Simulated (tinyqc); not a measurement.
# Surface concentration from sheet resistance and junction depth

Inverse problem. An n-type layer has N(x) = N0 erfc(x/Ld), erfc(xj/Ld) = Nb/N0, N0 below Ns. Active dopant A = min(N, Ns); n = A - Nb; mobility mu = m1 + (m2 (T/300 K)^(-bt) - m1)/(1 + ((A + Nb)/Nr)^am). 1/Rs = q times the integral of n mu from 0 to xj. Find N0, Ld and the dose down to xj.

Parameters, values chosen for the exercise: temperature T = 400 K; background doping of the opposite type Nb = 1.4e17 cm^-3; mobility limit at high doping m1 = 69.7 cm^2/(V s); mobility limit at low doping, at 300 K m2 = 1470 cm^2/(V s); reference doping of the mobility law Nr = 9.54e16 cm^-3; exponent of the mobility law am = 0.721; temperature exponent of m2 bt = 2; solubility limit of active dopant Ns = 3.87e20 cm^-3.

Constants: q = 1.602176634e-19 C. Results are converted to the units shown.

Rs = 1941.7180 ohm/square
xj = 33.123309 nm

Answer. For a given shape and background, Rs xj depends on N0 alone and falls as N0 rises (an Irvin curve), so it fixes N0; xj then gives Ld.

N0 = 4.100e19 cm^-3
Ld = 16.00 nm
dose = 3.697e13 cm^-2

Program tinyqc, `OMP_NUM_THREADS=1 python tinyqc.py 2110119 2110120 out.jsonl`; Intel Xeon 2.30GHz, shared host, one thread, about 0.02 s.
